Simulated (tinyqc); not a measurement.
Inside a calculation. Method: Pariser-Parr-Pople SCF with singles CI, for the molecule C=CC1=CC(=O)C=CC1=O (SMILES; centres numbered as the heavy atoms are written). One step of it, computed by the program tinyqc.

Problem. PPP integrals. Ohno: gamma = 14.399645/sqrt(R^2 + a^2), a = 2 x 14.399645/(gamma_rr + gamma_ss); H_rr = -W_r - sum_(s != r) z_s gamma_rs; H_rs = beta for bonds.

Centres (angstrom, eV; a flat drawing with bonds scaled to 1.40 angstrom):
```
centre          x          y  core charge z          W   gamma_rr
1C      -2.968000  -0.786000              1   9.920000   9.900000
2C      -1.693000  -1.363000              1   9.920000   9.900000
3C      -0.555000  -0.547000              1   9.920000   9.900000
4C       0.720000  -1.125000              1   9.920000   9.900000
5C       1.858000  -0.309000              1   9.920000   9.900000
6O       3.133000  -0.886000              1  17.710000  14.630000
7C       1.720000   1.084000              1   9.920000   9.900000
8C       0.445000   1.662000              1   9.920000   9.900000
9C      -0.693000   0.846000              1   9.920000   9.900000
10O     -1.968000   1.423000              1  17.710000  14.630000
```

Resonance integrals (eV):
```
i   j       beta
1   2  -2.140000
2   3  -2.140000
3   4  -2.140000
4   5  -2.140000
5   6  -2.170000
5   7  -2.140000
7   8  -2.140000
8   9  -2.140000
9  10  -2.170000
9   3  -2.140000
```

Give: repulsion gamma_rs; core matrix H.

Solution.

repulsion gamma_rs (eV):
```
         1C      2C      3C      4C      5C       6O      7C      8C
1C   9.9000  7.1340  5.0925  3.6190  2.8441   2.3174  2.7414  3.2396
2C   7.1340  9.9000  7.1319  5.0927  3.6185   2.8859  3.2400  3.6184
3C   5.0925  7.1319  9.9000  7.1330  5.0927   3.7063  4.5647  5.0925
4C   3.6190  5.0927  7.1330  9.9000  7.1319   5.3449  5.0925  4.5630
5C   2.8441  3.6185  5.0927  7.1319  9.9000   7.8828  7.1332  5.0920
6O   2.3174  2.8859  3.7063  5.3449  7.8828  14.6300  5.3457  3.7061
7C   2.7414  3.2400  4.5647  5.0925  7.1332   5.3457  9.9000  7.1330
8C   3.2396  3.6184  5.0925  4.5630  5.0920   3.7061  7.1330  9.9000
9C   4.5639  5.0925  7.1332  5.0920  4.5633   3.3021  5.0927  7.1319
10O  5.3449  4.7434  5.3457  3.7061  3.3021   2.5329  3.7063  5.3449

         9C      10O
1C   4.5639   5.3449
2C   5.0925   4.7434
3C   7.1332   5.3457
4C   5.0920   3.7061
5C   4.5633   3.3021
6O   3.3021   2.5329
7C   5.0927   3.7063
8C   7.1319   5.3449
9C   9.9000   7.8828
10O  7.8828  14.6300
```

core matrix H (eV):
```
           1C        2C        3C        4C        5C        6O        7C        8C
1C   -46.8169   -2.1400    0.0000    0.0000    0.0000    0.0000    0.0000    0.0000
2C    -2.1400  -52.4773   -2.1400    0.0000    0.0000    0.0000    0.0000    0.0000
3C     0.0000   -2.1400  -60.2126   -2.1400    0.0000    0.0000    0.0000    0.0000
4C     0.0000    0.0000   -2.1400  -56.6952   -2.1400    0.0000    0.0000    0.0000
5C     0.0000    0.0000    0.0000   -2.1400  -56.5806   -2.1700   -2.1400    0.0000
6O     0.0000    0.0000    0.0000    0.0000   -2.1700  -54.7341    0.0000    0.0000
7C     0.0000    0.0000    0.0000    0.0000   -2.1400    0.0000  -53.9696   -2.1400
8C     0.0000    0.0000    0.0000    0.0000    0.0000    0.0000   -2.1400  -54.8415
9C     0.0000    0.0000   -2.1400    0.0000    0.0000    0.0000    0.0000   -2.1400
10O    0.0000    0.0000    0.0000    0.0000    0.0000    0.0000    0.0000    0.0000

           9C       10O
1C     0.0000    0.0000
2C     0.0000    0.0000
3C    -2.1400    0.0000
4C     0.0000    0.0000
5C     0.0000    0.0000
6O     0.0000    0.0000
7C     0.0000    0.0000
8C    -2.1400    0.0000
9C   -59.7745   -2.1700
10O   -2.1700  -59.6191
```
